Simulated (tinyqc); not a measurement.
# Cell and bit-line capacitance from two signals

Question. In a DRAM a freshly written one gives the bit-line signal (Vd/2) Cs/(Cs + Cb). Find Cs and Cb.

Values chosen for this exercise:
- Vd = 1.1 V (array voltage)

signal of a fresh one without and with 10 fF added to the bit line (mV): 70.512821  62.5

Solution. (Vd/2)/signal = 1 + Cb/Cs, and the added capacitance raises it by its ratio to Cs.

Cs = 10.0 fF
Cb = 68.0 fF

Program tinyqc, `OMP_NUM_THREADS=1 python tinyqc.py 2130157 2130158 out.jsonl`; Intel Xeon 2.30GHz, shared host, one thread, about 0.01 s.
